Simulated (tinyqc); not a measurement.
Surface potential of a MOS transistor: implicit equation and explicit approximations: two steps of the calculation.

p-type body, charge-sheet picture, depletion and inversion only, full ionisation (an idealisation for deep acceptors), Boltzmann statistics (rough once Na exp(x - xn) passes about Nc/7). In units of Vt: xg = (Vg - Vfb)/Vt, x = psi/Vt, G = gamma/sqrt(Vt), xn = (2 phiF + Vc)/Vt. The implicit equation is (xg - x)^2 = G^2 [x - 1 + exp(x - xn)] for x above about 3. Cox = eps0 eox/tox.

Values chosen for this exercise; band and dielectric values close to those of 4H silicon carbide:
- T = 300 K (temperature)
- Eg = 3.2 eV (band gap)
- eps_r = 9.59 (relative permittivity)
- Nc = 1.71e19 cm^-3 (conduction-band density of states at T)
- Nv = 2.52e19 cm^-3 (valence-band density of states at T)
- eox = 22.4 (relative permittivity of the gate insulator (close to hafnium oxide))
- tox = 11 nm (insulator thickness)
- Na = 2.1e16 cm^-3 (acceptor density)
- Vfb = -0.6 V (flat-band voltage)
- Vc = 0.5 V (channel-body voltage)
- Vg = 2.82 V (gate-body voltage)

Constants: q = 1.602176634e-19 C, kB = 1.380649e-23 J/K, Vt = kB T/q, eps0 = 8.8541878128e-14 F/cm where lengths are in cm. Results are converted to the units shown.

Task 1. Scales. ni = sqrt(Nc Nv) exp(-Eg/(2 Vt)), Eg in volts; phiF = Vt ln(Na/ni); gamma = sqrt(2 q eps0 eps_r Na)/Cox; VT = Vfb + Vt (xn + G sqrt(xn - 1)).

Find: phiF; gamma; G; xn; VT; xg.

Result 1.

phiF = 1.4217 V
gamma = 0.041924 V^0.5
G = 0.26074
xn = 129.33
VT = 2.8198 V
xg = 132.29

Task 2. Potential, charges and gate control. psi = Vt x; N_dep = Cox Vt G sqrt(x - 1)/q; N_inv = (Cox Vt G/q) [sqrt(x - 1 + exp(x - xn)) - sqrt(x - 1)]; dpsi/dVg = 1/[1 + G^2 (1 + exp(x - xn))/(2 (xg - x))].

converged x = 129.32634
G = 0.26074283
xn = 129.33000
xg = 132.29151

Wanted: psi; N_dep; N_inv; dpsi/dVg.

Result 2.

psi = 3.3433 V
N_dep = 8.5933e11 cm^-2
N_inv = 3.3295e9 cm^-2
dpsi/dVg = 0.97763

psi lies 0.0037 Vt below 2 phiF + Vc.

Computed by the program tinyqc: `OMP_NUM_THREADS=1 python tinyqc.py 2122181 2122182 out.jsonl`, one thread of a shared Intel Xeon 2.30GHz, about 0.01 s for the whole run.
